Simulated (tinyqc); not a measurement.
Interdiffusion in a binary couple: Darken equations, Kirkendall shift and Boltzmann-Matano analysis: one step, computed by the program tinyqc. Command: `OMP_NUM_THREADS=1 python tinyqc.py 3011264 3011265 out.jsonl darken walk`. One thread of a shared host (Intel(R) Xeon(R) Processor @ 2.30GHz), about 0.01 s of CPU time with the checks.

x is the mole fraction of B; the molar volume is constant, and the two halves are long enough to count as infinite.

Question. Diffusivities at one composition. D*_i(x) = D*_i(0) exp(k x); thermodynamic factor Phi = 1 - 2 W x (1 - x)/(k_B T); with f0 = 0.7815, M0 = 2 f0/(1 - f0), den = M0 ((1 - x) D*_A + x D*_B): D_A = D*_A Phi [1 + 2 (1 - x)(D*_A - D*_B)/den], D_B = D*_B Phi [1 - 2 x (D*_A - D*_B)/den]; interdiffusion D~ = x D_A + (1 - x) D_B.

Inputs (values chosen for the exercise, for a model alloy A-B): tracer diffusivity D*_A(0) = 1.1e-13 m^2/s; tracer diffusivity D*_B(0) = 5.7e-14 m^2/s; slope k of ln D* with x = -0.2; regular-solution parameter W = -0.12 eV; temperature T = 1070 K; composition x for the local step = 0.49.

Vacancy-wind correction: Manning, fcc.

Constants: k_B = 8.617333262e-05 eV/K.

Give: thermodynamic factor Phi; intrinsic D_A; intrinsic D_B; interdiffusion coefficient D~ at the local x.

Answer.

thermodynamic factor Phi = 1.6505

intrinsic D_A = 1.7941e-13 m^2/s

intrinsic D_B = 7.7924e-14 m^2/s

interdiffusion coefficient D~ at the local x = 1.2765e-13 m^2/s

A negative W (tendency to order or compound) speeds mixing: Phi is above 1.
